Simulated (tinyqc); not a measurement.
Two-mode optical phonons of a ternary alloy from two coupled oscillators: one step, computed by the program tinyqc.

An alloy A(x)B(1-x)C has an A-C and a B-C bond oscillator. Each TO frequency moves linearly from the impurity mode (dilute end) to the TO of the pure crystal; each strength is proportional to the number of bonds.

Task: The two oscillators. omega_1 = (impurity mode of A) + x (omega_TO,AC - impurity mode of A); omega_2 = (impurity mode of B) + (1 - x)(omega_TO,BC - impurity mode of B); eps_inf = x eps_AC + (1 - x) eps_BC; strengths W_1 = x eps_AC (omega_LO,AC^2 - omega_TO,AC^2), W_2 = (1 - x) eps_BC (omega_LO,BC^2 - omega_TO,BC^2).

Inputs (values chosen for the exercise, modelled on Al(x)Ga(1-x)As, with A-C the AlAs-like and B-C the GaAs-like bond): omega_TO of pure AC = 362.6 1/cm; omega_LO of pure AC = 400.3 1/cm; omega_TO of pure BC = 269.1 1/cm; omega_LO of pure BC = 294.9 1/cm; eps_inf of AC = 8.26; eps_inf of BC = 11; impurity mode of A in BC = 356.9 1/cm; impurity mode of B in AC = 253.6 1/cm; fraction x of A = 0.83.

Give: omega_1 (A-C, TO); omega_2 (B-C, TO); eps_inf; W_1; W_2.

Result:

omega_1 (A-C, TO) = 361.631 1/cm

omega_2 (B-C, TO) = 256.235 1/cm

eps_inf = 8.7258

W_1 = 1.972e+05 1/cm^2

W_2 = 27211 1/cm^2
